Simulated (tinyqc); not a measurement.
Threshold of a short bulk MOSFET: charge sharing, barrier lowering, narrow width: two steps of the calculation.

n-channel device on a p-type body, depletion approximation, full ionisation. Uniform doping N = Na. Vbi from Boltzmann statistics is rough for the degenerate source. Cox = eps0 eox/tox.

Parameters, values chosen for the exercise; band and dielectric values close to those of silicon:
- T = 250 K (temperature)
- Eg = 1.1 eV (band gap)
- eps_r = 11.9 (relative permittivity)
- Nc = 2.11e19 cm^-3 (conduction-band density of states at T)
- Nv = 2.05e19 cm^-3 (valence-band density of states at T)
- eox = 22.4 (relative permittivity of the gate insulator (close to hafnium oxide))
- tox = 6 nm (insulator thickness)
- Na = 8.1e17 cm^-3 (channel doping)
- Nsd = 1e20 cm^-3 (source and drain doping)
- Vfb = -0.87 V (flat-band voltage for the doping Na)
- xj = 120 nm (junction depth)
- Vbs = -0.5 V (body-source voltage)
- Vds = 1 V (drain-source voltage)
- W = 420 nm (gate width)
- xw = 0 (shape factor of the fringing depletion at the width edges)
- L = 110 nm (channel length)

Constants: q = 1.602176634e-19 C, kB = 1.380649e-23 J/K, Vt = kB T/q, eps0 = 8.8541878128e-14 F/cm where lengths are in cm. Results are converted to the units shown.

Question 1. Long-channel threshold and scales. ni = sqrt(Nc Nv) exp(-Eg/(2 Vt)), Eg in volts; 2 pB = 2 Vt ln(N/ni); flat band Vfb - Vt ln(N/Na); Wd = sqrt(2 eps0 eps_r (2 pB - Vbs)/(q N)); body term q N Wd/Cox; long-channel VT0 = flat band + 2 pB + body term; Vbi = Vt ln(N Nsd/ni^2); scale length l = sqrt((eps_r/eox) tox Wd).

Give: N; 2 pB; flat band; Wd; body term; VT0; Vbi; l.

Answer 1.

N = 8.1000e17 cm^-3
2 pB = 0.96016 V
flat band = -0.87000 V
Wd = 48.693 nm
body term = 0.19117 V
VT0 = 0.28133 V
Vbi = 1.0639 V
l = 12.458 nm

Question 2. Short-channel and narrow-width shifts. Charge sharing (trapezoid; it ignores Vds): F = (xj/L)(sqrt(1 + 2 Wd/xj) - 1), lowering = body term times F. Barrier lowering: th = exp(-L/(2 l)) + 2 exp(-L/l), lowering = th [2 (Vbi - 2 pB) + Vds], DIBL = th. Narrow width: rise = body term times xw Wd/W. VT by each model = VT0 - lowering + rise.

2 pB = 0.96015921 V
Wd = 48.692855 nm
body term = 0.19116798 V
VT0 = 0.28132719 V
Vbi = 1.0639096 V
l = 12.458269 nm

Find: F; lowering by charge sharing; th; lowering of the barrier; DIBL; narrow-width rise; VT, charge sharing; VT, barrier lowering.

Answer 2.

F = 0.3774
lowering by charge sharing = 72.14 mV
th = 0.01239
lowering of the barrier = 14.96 mV
DIBL = 12.39 mV/V
narrow-width rise = 0 mV
VT, charge sharing = 0.2092 V
VT, barrier lowering = 0.2664 V

L is 8.83 scale lengths. The charge-sharing lowering is 4.82 times the barrier lowering; the first falls off as 1/L and the second exponentially. Both describe the same loss of gate control, so they are alternatives and are not added.

tinyqc, about 0.01 s, one thread, Intel Xeon 2.30GHz (shared host): `OMP_NUM_THREADS=1 python tinyqc.py 2002081 2002082 out.jsonl`
